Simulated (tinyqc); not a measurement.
Transistor under a ferroelectric capacitor (negative capacitance), static model: one step of the calculation.

A ferroelectric film of thickness tf lies between the gate and an inner metal at potential v, which drives an ordinary transistor. One domain, P = Q (background permittivity neglected): Vg = v + tf (2 al Q + 4 be Q^3), al = -3 sqrt(3) Ec/(4 Pr), be = 3 sqrt(3) Ec/(8 Pr^3). Gate charge Q(v) = Qi + Cp v with the channel charge Qi = Cox n Vt ln(1 + exp((v - VT)/(n Vt))). Q in uC/cm^2, E in kV/cm; 1 nm times 1 kV/cm is 1e-4 V. Domains, leakage and the switching time are left out.

Task. Landau coefficients and capacitance at zero charge. al = -3 sqrt(3) Ec/(4 Pr), be = 3 sqrt(3) Ec/(8 Pr^3); C_FE(0) = 1/(2 al tf); far below threshold the gain is 1/(1 + 2 al tf Cp) near Q = 0 and the swing n Vt ln 10/gain.

Parameters, values chosen for the exercise; Pr and Ec close to those of hafnium oxide based films:
```
symbol,value,unit,meaning
T,250,K,temperature
Pr,8,uC/cm^2,remanent polarisation
Ec,1500,kV/cm,coercive field
Cp,1.1,uF/cm^2,overlap capacitance per gate area
n,1.26,,subthreshold factor of the inner transistor
tf,3.2,nm,ferroelectric thickness
```

Constants: q = 1.602176634e-19 C, kB = 1.380649e-23 J/K, Vt = kB T/q. Results are converted to the units shown.

Give: al; be; C_FE(0); gain near Q = 0; swing.

Result.

al = -243.57 kV cm/uC
be = 1.9029 kV cm^5/uC^3
C_FE(0) = -6.4150 uF/cm^2
gain near Q = 0 = 1.2070
swing = 51.785 mV/decade

Numbers from tinyqc (`OMP_NUM_THREADS=1 python tinyqc.py 2860002 2860003 out.jsonl`; about 0.02 s on one thread of a shared Intel Xeon 2.30GHz).
